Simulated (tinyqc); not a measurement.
Inside a calculation. Model: minimum-mode following (dimer method) and harmonic rate on a two-dimensional model surface. Computed by tinyqc, a small Python program that keeps every step. Command: `OMP_NUM_THREADS=1 python tinyqc.py 3023397 3023398 out.jsonl dimer walk`. One thread of a shared host (Intel(R) Xeon(R) Processor @ 2.30GHz), about 0.01 s of CPU time with the checks. Intermediate numbers are printed to about 6 digits and carried at full precision; extremes and crossings named in words are read from the listed rows.

V(x, y) = -A (cos kx + cos ky) - B cos kx cos ky + (C sin ky + S sin kx)(1 - cos kx), k = 2 pi/a; the atom hops from the minimum at (0, 0) to that at (a, 0).

Inputs (values chosen for the exercise, for a model surface): amplitude A = 0.46 eV; amplitude B = 0.2 eV; skew C = 0.2 eV; asymmetry S = -0.094 eV; period a = 2.9 angstrom; start as a fraction of the way from minimum to saddle = 0.52; offset of the start in y = 0.022 angstrom; first angle of the dimer = -25 degrees; half length delta = 0.01 angstrom; step factor eta = 0.14 angstrom^2/eV; mass M = 78 u; temperature T = 500 K.

Surface: adatom on a square lattice.

Constants: nu for 1 eV/(angstrom^2 u) = 15.6333042 THz; k_B = 8.617333262e-05 eV/K.

## Stationary points

Newton steps x(new) = x - H^-1 grad V (moves limited to 0.3 angstrom) from (0, 0), (a, 0) and (a/2, 0) give the two minima and the saddle.

positions (angstrom), rows start, end, saddle, columns x, y:
$$\begin{pmatrix}
0.00000 & 0.00000 \\
2.90000 & 0.00000 \\
1.62723 & -0.43932
\end{pmatrix}$$

energies (eV): start -1.12000, end -1.12000, saddle 0.02114

barrier from the start = 1.14114 eV

## Starting point

R0 = start minimum + fraction x (saddle - minimum) + (0, offset); in practice such a guess comes from a displaced minimum.

R at the start (angstrom): [0.846159, -0.206445]

phi at the start = -25 degrees

## Dimer step 1

Dimer at R with unit axis N = (cos phi, sin phi) and normal T = (-sin phi, cos phi). Gradients g at R +/- delta N and at R +/- delta T give H N and H T by central differences, (g+ - g-)/(2 delta). With C_N = N.H N, C_T = T.H T and b = T.H N, rotate by theta = (1/2) atan2(-2b, C_T - C_N), the angle of least curvature C = (C_N + C_T)/2 - sqrt((C_N - C_T)^2/4 + b^2). Translate along F = -g + 2 (g.N) N if C < 0, else along F = (g.N) N, with the new axis: R(new) = R + eta F, the move limited to 0.2 angstrom.

C_N, C_T, b (eV/angstrom^2): [-0.36751, 2.79986, -0.00577]

rotation theta = 0.104446 degrees

phi after step 1 = -24.8956 degrees

least curvature C = -0.367524 eV/angstrom^2

gradient g (eV/angstrom): [1.03543, 0.10965]

effective force F (eV/angstrom): [0.584711, -0.861538]

R after step 1 (angstrom): [0.928018, -0.327060]

The curvature is negative, so the force along the axis is inverted.

## Dimer step 2

The formulas are those given above.

C_N, C_T, b (eV/angstrom^2): [-0.42780, 2.75113, -0.02516]

rotation theta = 0.453402 degrees

phi after step 2 = -24.4422 degrees

least curvature C = -0.427996 eV/angstrom^2

gradient g (eV/angstrom): [0.901222, -0.059415]

effective force F (eV/angstrom): [0.637389, -0.639896]

R after step 2 (angstrom): [1.01725, -0.41665]

The curvature is negative, so the force along the axis is inverted.

## All steps

R0 = start minimum + fraction x (saddle - minimum) + (0, offset). Stop when |g| is below 1e-5 eV/angstrom, after 150 steps at most.

Course of the dimer:
```
step  x (angstrom)  y (angstrom)  E above the start (eV)  C (eV/angstrom^2)  |g| (eV/angstrom)
1          0.84616     -0.206445                 0.64813           -0.36752        1.04122e+00
2          0.92802     -0.327060                 0.72443           -0.42800        9.03179e-01
3          1.01725     -0.416646                 0.81002           -0.42427        8.19644e-01
4          1.11262     -0.480471                 0.89471           -0.46687        7.62274e-01
5          1.21218     -0.518873                 0.97279           -0.65591        7.04383e-01
6          1.30997     -0.531652                 1.03756           -1.01443        6.22935e-01
7          1.39692     -0.524957                 1.08390           -1.44405        5.13461e-01
8          1.46706     -0.509236                 1.11244           -1.82500        3.93369e-01
9          1.51945     -0.492243                 1.12788           -2.10672        2.83787e-01
...            ...           ...                     ...                ...                ...
26         1.62718     -0.439398                 1.14114           -2.62547        2.21453e-04
27         1.62720     -0.439372                 1.14114           -2.62559        1.46894e-04
28         1.62721     -0.439355                 1.14114           -2.62566        9.76914e-05
29         1.62722     -0.439343                 1.14114           -2.62571        6.51300e-05
30         1.62722     -0.439334                 1.14114           -2.62574        4.35229e-05
31         1.62722     -0.439329                 1.14114           -2.62576        2.91474e-05
32         1.62723     -0.439325                 1.14114           -2.62578        1.95594e-05
33         1.62723     -0.439323                 1.14114           -2.62578        1.31496e-05
34         1.62723     -0.439321                 1.14114           -2.62579        8.85529e-06
```

final position (angstrom): [1.62723, -0.43932]

steps = 34

final |g| = 8.85529e-06 eV/angstrom

Converged in 34 steps on the saddle found by Newton steps.

## Curvatures and frequencies

Diagonalise the Hessian at the start minimum and at the saddle; nu = 15.6333042 THz x sqrt(|lambda|/M).

Hessian at the minimum (eV/angstrom^2):
$$\begin{pmatrix}
3.09819 & 0.00000 \\
0.00000 & 3.09819
\end{pmatrix}$$

Hessian at the saddle (eV/angstrom^2):
$$\begin{pmatrix}
-2.57652 & -0.49052 \\
-0.49052 & 2.22145
\end{pmatrix}$$

eigenvalues at the minimum (eV/angstrom^2): [3.09819, 3.09819]

eigenvalues at the saddle (eV/angstrom^2): [-2.62616, 2.27108]

frequencies at the minimum (THz): [3.11571, 3.11571]

frequencies at the saddle (the first is imaginary) (THz): [2.86856, 2.66759]

## Harmonic rate

Vineyard prefactor nu* = nu1 nu2 (minimum)/nu2 (saddle); k = nu* exp(-E_b/(k_B T)).

prefactor nu* = 3.63911 THz

rate k = 11.4510 1/s

The stable mode of the saddle is softer than either mode of the minimum, which raises the prefactor above both frequencies.

Checks made by the program: energy at the dimer end point against that of the Newton saddle (relative difference below 1e-10).
